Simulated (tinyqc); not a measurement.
Sheet resistance and Hall data of a diffused or implanted layer: one step, computed by the program tinyqc.

Carriers are taken equal to the net active doping down to the junction (full ionisation, which deep dopants in wide-gap hosts do not reach; no spill-over, no depletion), and the Hall factor is 1.

Task: What the probes read. Collinear four-point probe on a large thin layer: V = I R_s ln(2)/pi. Van der Pauw on a symmetric sample: R = R_s ln(2)/pi as well. Hall voltage V_H = I B/(e x Hall sheet density); tangent of the Hall angle V_H/(I R_s).

Inputs (values chosen for the exercise, modelled on boron in silicon): probe current I = 2 mA; magnetic field B = 0.3 T.

Profile: Gaussian at the surface. Activation: complete.

sheet resistance R_s = 179.0559 ohm

Hall sheet density = 2.822404e+14 1/cm^2

Constants: e = 1.602176634e-19 C.

Give: four-point voltage; Hall voltage; tangent of the Hall angle.

Result:

four-point voltage = 79.01 mV

Hall voltage = 1.327 mV

tangent of the Hall angle = 0.003705
